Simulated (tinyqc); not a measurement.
Liquidus of a compound AB in a simple-solution melt, liquid-phase epitaxy and vapour pressures: one step, computed by the program tinyqc. Command: `OMP_NUM_THREADS=1 python tinyqc.py 3009380 3009381 out.jsonl liq35 walk`. One thread of a shared host (Intel(R) Xeon(R) Processor @ 2.30GHz), about 0.04 s of CPU time with the checks.

x is the atom fraction of B in the melt. The melt is a simple solution: R T ln gamma_B = W (1 - x)^2, R T ln gamma_A = W x^2, W = a + b T. The solid AB is stoichiometric.

Question. Vapour pressures and congruent evaporation. Liquidus (Vieland): f(x) = R T ln[4 x (1 - x)] + 2 W (1/2 - x)^2 + S_F (T_F - T) = 0. Over the A-rich liquidus: p_A = gamma_A (1 - x) exp(S_A/R - H_A/(R T)), p_B2 = [gamma_B x exp(S_B/R - H_B/(R T))]^2, in bar. Free evaporation is congruent while the A flux over this liquidus is at least the B flux; with A and B2 taken as equal in mass for the estimate, T_c solves p_A = 2 p_B2.

Inputs (values chosen for the exercise, modelled on GaSb for the melt):
```
quantity                                 value       unit
melting point T_F                          983          K
entropy of fusion S_F                     67.1  J/(mol K)
interaction a                             19.1     kJ/mol
interaction slope b                      -26.6  J/(mol K)
saturation temperature T                   575          K
heat of evaporation of A                   236     kJ/mol
entropy of evaporation of A                104  J/(mol K)
heat of evaporation of B as (1/2) B2      95.5     kJ/mol
entropy of evaporation of B as (1/2) B2   64.6  J/(mol K)
```

Constants: R = 8.314462618 J/(mol K).

Give: log10 p_A; log10 p_B2; congruent temperature T_c.

Answer.

log10 p_A = -16.01

log10 p_B2 = -16.43

congruent temperature T_c = 587.0 K

T is below T_c: the surface evaporates congruently and no droplets form.
